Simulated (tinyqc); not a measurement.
Quantum-confined Stark effect in a modulator well: one step. Contrast at the operating point. Three cases, with inputs chosen for the exercise.

Question. With a Gaussian line of half width G, the absorption at E_op = line(0) - dE is proportional to strength x exp(-ln2 ((E_op - line)/G)^2); continuum absorption is left out. Give it at both fields, relative to the zero-field peak.

Constants: hc = 1239.841984 eV nm.

Give: E_op; wavelength; absorption without and with the field.

Case 1.

Values chosen (out of a larger set: near those of an InGaAs well in InAlAs; not measured data): dE = 38 meV (operating point below the zero-field line); G = 4 meV (half width of the exciton line).

Results:

| F (kV/cm) | lam (angstrom) | Eb (meV) | line (eV) | nm | overlap^2/lam^2 (1e-4/angstrom^2) |
|---|---|---|---|---|---|
| 0.00 | 179.269 | 5.5372 | 0.806059 | 1538.153 | 0.307126 |
| 108.00 | 212.945 | 4.5011 | 0.773994 | 1601.876 | 0.061545 |

Answer.

E_op = 0.7681 eV
wavelength = 1614.3 nm

absorption without and with the field: 6.8e-28  0.044

The field changes the absorption by +0.04 of the zero-field peak. With dE above 2G the Gaussian tail at zero field is weak; real tails fall only exponentially and absorb more.

Case 2.

Values chosen (out of a larger set: near those of a GaAs well in AlGaAs; not measured data): dE = 12 meV (operating point below the zero-field line); G = 8 meV (half width of the exciton line).

Results:

| F (kV/cm) | lam (angstrom) | Eb (meV) | line (eV) | nm | overlap^2/lam^2 (1e-4/angstrom^2) |
|---|---|---|---|---|---|
| 0.00 | 120.584 | 8.8032 | 1.458375 | 850.153 | 0.679804 |
| 68.00 | 131.954 | 7.8709 | 1.448630 | 855.872 | 0.359839 |

Answer.

E_op = 1.4464 eV
wavelength = 857.2 nm

absorption without and with the field: 0.21  0.50

The field changes the absorption by +0.29 of the zero-field peak. The zero-field tail still absorbs here, since dE is no more than 2G, which costs insertion loss.

Case 3.

Values chosen (out of a larger set: near those of a Ge well in SiGe, direct gap; not measured data): dE = 18 meV (operating point below the zero-field line); G = 8 meV (half width of the exciton line).

Results:

| F (kV/cm) | lam (angstrom) | Eb (meV) | line (eV) | nm | overlap^2/lam^2 (1e-4/angstrom^2) |
|---|---|---|---|---|---|
| 0.00 | 230.791 | 3.7266 | 0.866598 | 1430.700 | 0.187462 |
| 30.00 | 237.579 | 3.5982 | 0.863204 | 1436.326 | 0.149233 |

Answer.

E_op = 0.8486 eV
wavelength = 1461.0 nm

absorption without and with the field: 0.030  0.079

The field changes the absorption by +0.05 of the zero-field peak. With dE above 2G the Gaussian tail at zero field is weak; real tails fall only exponentially and absorb more.

Computed by tinyqc, one run a case: `OMP_NUM_THREADS=1 python tinyqc.py N N+1 out.jsonl` with N = 1282279, 1282459, 1282639; one thread of a shared Intel(R) Xeon(R) Processor @ 2.30GHz, about 0.3 s a run at most.
